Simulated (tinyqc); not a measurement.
Inside a calculation: Koster-Slater impurity in an sp3s* host. Values are carried at full precision from step to step, so a last printed digit may differ when a step is redone from the rounded ones.

sp3s* tight binding, nearest neighbours only: anion (a) at 0, cation (c) at a/4 (1,1,1), orbitals s, px, py, pz, s* on each; k in units of 2 pi/a. With phases e_j = exp(i (pi/2) k.n_j) for n = (1,1,1), (1,-1,-1), (-1,1,-1), (-1,-1,1): g0 = (e1+e2+e3+e4)/4, g1 = (e1+e2-e3-e4)/4, g2 = (e1-e2+e3-e4)/4, g3 = (e1-e2-e3+e4)/4. The diagonal holds the levels Esa, Epa, Exa (s*) and Esc, Epc, Exc. Anion-cation block: <sa|sc> = Vss g0; <sa|xc> = Vsapc g1; <xa|sc> = -Vscpa g1; <xa|xc> = Vxx g0; <xa|yc> = <ya|xc> = Vxy g3, <xa|zc> = <za|xc> = Vxy g2, <ya|zc> = <za|yc> = Vxy g1; <s*a|xc> = Vxapc g1; <xa|s*c> = -Vpaxc g1; y and z take g2 and g3 in place of g1; s-s* and s*-s* vanish.

Inputs chosen for the exercise (out of a larger set: near a published set for GaAs; not measured data): p = (-8.372, 1.035, -2.652, 3.659, 8.586, 6.699, -6.391, 1.954, 5.089, 4.473, 5.755, 4.886, 4.774) eV (order Esa, Epa, Esc, Epc, Exa, Exc, Vss, Vxx, Vxy, Vsapc, Vscpa, Vxapc, Vpaxc); N = 5 (mesh); V = -14.6 eV (shift of the p levels).

## The gap of the host

Gaps from the top of the valence band to Gamma, to the minimum on (x,0,0) from 0.5 to 1, and to L; the smallest is Eg.

top of the valence band on the scale of the parameters = -0.0066 eV

gaps (eV): Gamma 1.4964, Delta 1.9854, L 1.6535

Eg (smallest gap of the host) = 1.4964 eV

## Where the weight lies

A defect on a cation site (c) shifts the s level there by Vs or the three p levels by Vp and leaves the rest. A level in the gap solves 1/Vs = G_s(E) (symmetry A1) or 1/Vp = G_p(E) (T2, threefold), with G(E) = (1/N^3) sum over k and bands of w/(E - e), where w is the weight of the state on the s orbital of that site, or the mean weight on its px, py, pz. Mesh: k = f1 (-1,1,1) + f2 (1,-1,1) + f3 (1,1,-1), f = (j + 1/2)/N, j = 0 to N - 1. Energies from the top of the valence band at Gamma; the s* orbital of the site is left as it is. An infinite shift removes the s or p orbitals, the model of the ideal vacancy: G(E) = 0.

For each band: mean energy over the mesh and summed weights; each column of weights adds to one.

Bands:
```
band  mean energy (eV)  s weight  p weight
1              -10.847    0.1497    0.0202
2               -6.121    0.3794    0.0287
3               -2.283    0.0072    0.1164
4               -1.816    0.0036    0.1119
5                2.139    0.2421    0.1101
6                3.005    0.1666    0.0858
7                6.524    0.0002    0.2178
8                6.943    0.0002    0.2074
9                9.436    0.0485    0.0069
10              11.430    0.0027    0.0948
```

The filled bands hold 0.540 of the s orbital and 0.277 of each p orbital of the cation. Filled states add positive terms to G in the gap and empty ones negative terms.

## Green functions across the gap

G at nine energies E = Eg j/8.

G(E) (1/eV):
```
E (eV)       G_s       G_p
0.0000  -0.09806  -0.00702
0.1870  -0.11688  -0.03768
0.3741  -0.13854  -0.06124
0.5611  -0.16422  -0.08352
0.7482  -0.19570  -0.10667
0.9352  -0.23585  -0.13260
1.1223  -0.28983  -0.16397
1.3093  -0.36833  -0.20575
1.4964  -0.50114  -0.27030
```

Both fall with E, as dG/dE = -sum w/(E - e)^2 demands. G_s keeps its sign, so the vacancy has no level of this symmetry in the gap. G_p keeps its sign, so the vacancy has no level of this symmetry in the gap on this mesh; it nearly vanishes at an edge, where a finer mesh may put a level.

## A first estimate from the table

A defect that shifts the p level of its cation site by V has a level where the host Green function G_p(E) equals 1/V; E is counted from the top of the valence band. Find it by linear interpolation between the two rows that bracket it.

1/V = -0.06849 1/eV
estimated level = 0.435 eV

## The level and its weight on the defect

Solve by bisection with the full sum. The weight of the bound state on the shifted orbital is G^2/(-G'), which is also dE/dV.

level = 0.4348 eV
G'(E) = -0.11886 1/eV^2
weight on the defect orbital = 0.0395

The level lies 0.435 eV above the valence band and 1.062 eV below the conduction band. Only 3.9 % of it sits on the shifted orbital, the rest on other orbitals, so a shift of 1 eV moves the level by about 39 meV.

## Checks

- Sum of the s weights over all bands against one: both 1.00000.
- First moment of the s weights against the s level of the site, on the scale of the parameters: both -2.65200.

Computed by tinyqc, a small Python program: `OMP_NUM_THREADS=1 python tinyqc.py 1452546 1452547 out.jsonl` (the numbers bound the seed that draws the inputs); one thread of a shared host (Intel(R) Xeon(R) Processor @ 2.30GHz), about 0.1 s for the whole set of steps.
